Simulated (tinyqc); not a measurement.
Gated graphene, quantum capacitance: one step of the calculation.

phi is the Fermi level above the Dirac point, in volts; Vg is counted from the gate voltage of charge neutrality. Ideal linear bands, no charge puddles.

Task. New phi. N0 = (2/pi)(kB T/(hbar vF))^2; n = N0 F1(phi/Vt), p = N0 F1(-phi/Vt), F1(e) = int_0^infinity u du/(1 + exp(u - e)) = -Li2(-exp(e)); Cq = q d(n - p)/dphi = (q N0/Vt) ln[2 (1 + cosh(phi/Vt))]. Newton: f = phi + q (n - p + Dit phi)/Cox - Vg, phi(new) = phi - f/(1 + (Cq + q Dit)/Cox).

Parameters, values chosen for the exercise; values close to those of graphene:
```
symbol   value         unit           meaning
T          400            K       temperature
vF      1.13e6          m/s    Fermi velocity
Dit          0  cm^-2 eV^-1  density of traps
Vg        0.63            V      gate voltage
```

Constants: q = 1.602176634e-19 C, kB = 1.380649e-23 J/K, hbar = 1.054571817e-34 J s, Vt = kB T/q. Results are converted to the units shown.

phi after iteration 1 = 0.33747507 V
Cox = 1.0156274 uF/cm^2

Find: n; p; Cq; f; phi after iteration 2.

Result.

n = 6.7780e12 cm^-2
p = 7.6534e6 cm^-2
Cq = 6.2223 uF/cm^2
f = 0.77672 V
phi after iteration 2 = 0.22849 V

Computed by the program tinyqc: `OMP_NUM_THREADS=1 python tinyqc.py 2200129 2200130 out.jsonl`, one thread of a shared Intel Xeon 2.30GHz, about 0.01 s for the whole run.
